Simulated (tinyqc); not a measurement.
Long-channel MOSFET, surface-potential model: effect of the temperature.

n-channel transistor on a uniformly doped p-type body, gradual-channel approximation, constant mobility, Boltzmann statistics, full ionisation. Potentials are counted from the neutral body; V is the electron quasi-Fermi potential, Vsb at the source and Vsb + Vds at the drain. Charges are magnitudes per area.

Nc and Nv are given at 325 K and scale as (T/325 K)^1.5; Eg, Vfb and mu are held fixed. ni = sqrt(Nc Nv) exp(-Eg/(2 Vt)), Eg in volts; phiF = Vt ln(Na/ni); Cox = eps0 eox/tox; gamma = sqrt(2 q eps0 eps_r Na)/Cox. The surface potential psi at channel potential V solves Vgs + Vsb - Vfb - psi = gamma sqrt(G), G = psi - Vt + Vt exp((psi - 2 phiF - V)/Vt). Charge sheet: Qi = Cox gamma [sqrt(G) - sqrt(psi - Vt)]; I = mu (W/L) [integral of Qi dpsi from psi_0 to psi_L (drift) + Vt (Qi0 - QiL) (diffusion)], with psi_0 at V = Vsb and psi_L at V = Vsb + Vds. VT = Vfb + 2 phiF + gamma sqrt(2 phiF + Vsb), m = 1 + gamma/(2 sqrt(2 phiF + Vsb)). The swing is 20 mV/log10[I(VT - 0.14 V)/I(VT - 0.16 V)] of the charge-sheet current at the given Vds.

Parameters, values chosen for the exercise; material values those of a made-up semiconductor:
```
symbol    value        unit                                                         meaning
Eg         1.08          eV                                                        band gap
eps_r      10.8                                  relative permittivity of the semiconductor
Nc      2.37e19       cm^-3  conduction-band density of states at the reference temperature
Nv      3.59e19       cm^-3     valence-band density of states at the reference temperature
Na       3.3e16       cm^-3                                    acceptor density of the body
eox        3.71                                 relative permittivity of the gate insulator
tox         9.5          nm                                             insulator thickness
Vfb       -0.67           V                                               flat-band voltage
mu          330  cm^2/(V s)                                                channel mobility
W             2          um                                                      gate width
L             1          um                                                     gate length
Vsb           0           V                                        source-body reverse bias
Vgs        0.93           V                                             gate-source voltage
Vds         0.1           V                                            drain-source voltage
```

Constants: q = 1.602176634e-19 C, kB = 1.380649e-23 J/K, Vt = kB T/q, eps0 = 8.8541878128e-14 F/cm where lengths are in cm. Results are converted to the units shown.

The same in every row: gamma (V^0.5) = 0.2908.

Effect of the temperature:
```
T (K),VT (V),m,swing (mV/decade),"I at Vgs, Vds (uA)"
220,0.4423,1.158,51.95,7.178
250,0.3955,1.162,59.49,7.872
280,0.3475,1.166,67.21,8.585
310,0.2983,1.171,75.16,9.316
340,0.2480,1.177,83.41,10.06
370,0.1967,1.182,92.03,10.82
```

What does the comparison show?

As T goes from 220 to 370 K, VT falls from 0.442 to 0.197 V, the swing rises from 51.9 to 92.0 mV a decade and the current rises from 7.18 to 10.8 uA. The swing is 2.8 % above m Vt ln 10 in the first row and 6.0 % above it in the last. For T = 220 to 310 K the surface electron density at the source passes 0.3 Nc, where degeneracy and quantisation, left out here, matter. In every row the mobility is held fixed, though a real channel mobility changes with T and would alter the trend of the current.

Program tinyqc, `OMP_NUM_THREADS=1 python tinyqc.py 2360170 2360171 out.jsonl`; Intel Xeon 2.30GHz, shared host, one thread, about 0.04 s.
